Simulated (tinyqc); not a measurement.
Chemical shift by three methods: effective-mass impurity with a central-cell term, in a basis of Slater functions. Computed by tinyqc, a small Python program. Command: `OMP_NUM_THREADS=1 python tinyqc.py 3013695 3013696 out.jsonl centralcell walk`. One thread of a shared host (Intel(R) Xeon(R) Processor @ 2.30GHz), about 0.01 s of CPU time with the checks.

The envelope obeys H = -nabla^2 - (2/r) [Z + A exp(-kappa r)] in effective units, with kappa = a*/lambda; positive A deepens the well near the core.

Inputs (values chosen for the exercise, with screening close to that of InAs):
```
quantity                   value      unit
effective mass m           0.187       m_0
dielectric constant eps     15.6         -
charge Z of the core           1         -
central-cell strength A      4.6         -
central-cell range lambda    2.4  angstrom
```

Impurity: acceptor, one isotropic band.

Constants: Ry = 13.605693123 eV; a_0 = 0.529177210903 angstrom.

Method:
- Units: Ry* = Ry m/eps^2 and a* = a_0 eps/m, with m in m_0.
- kappa = a*/lambda; the hydrogenic ground state is bound by Z^2 Ry*.
- For s functions exp(-zeta r), with s = zeta_i + zeta_j: S = 2/s^3, T = zeta_i zeta_j S, V = -2 Z/s^2, W = -2 A/(s + kappa)^2; each function is normalised by dividing by sqrt(S_ii S_jj).
- Large basis: zeta_i = 0.06 x 1.6^(i-1), i = 1..22, same formulas; for p functions r exp(-zeta r): S = 24/s^5, T = zeta_i zeta_j S (centrifugal term included), V = -12 Z/s^4, W = -12 A/(s + kappa)^4; overlap eigenvalues below 1e-11 are dropped.
- First order: shift = 8 A Z^3/(2 Z + kappa)^2 Ry*. One exponent: minimise zeta^2 - 2 Z zeta - 8 A zeta^3/(2 zeta + kappa)^2 by golden section on 0.2 to 6 Z. All shifts are the binding beyond Z^2 Ry*.

kappa = 18.3939 1/a*

Ry* = 10.4547 meV

hydrogenic binding energy = 10.4547 meV

Shift of the 1s binding energy (meV):
```
A      first order  one exponent  large basis
-4.60      -0.9250       -0.7922      -0.6781
-2.30      -0.4625       -0.4262      -0.3908
0.46        0.0925        0.0941       0.0961
1.15        0.2313        0.2419       0.2548
2.30        0.4625        0.5077       0.5679
4.60        0.9250        1.1320       1.4727
5.75        1.1563        1.5060       2.1588
```

What follows from these numbers?

The three columns are ordered, first order <= one exponent <= large basis, since each is a variational bound with more freedom. At the largest attractive A first order gives 54 % and one exponent 70 % of the shift; at the most repulsive A the true shift is -0.678 meV against -0.925. Attraction pulls the envelope in and feeds itself, repulsion pushes it out and saturates.

Extremes, crossings and ranges named in words are read from the listed rows.
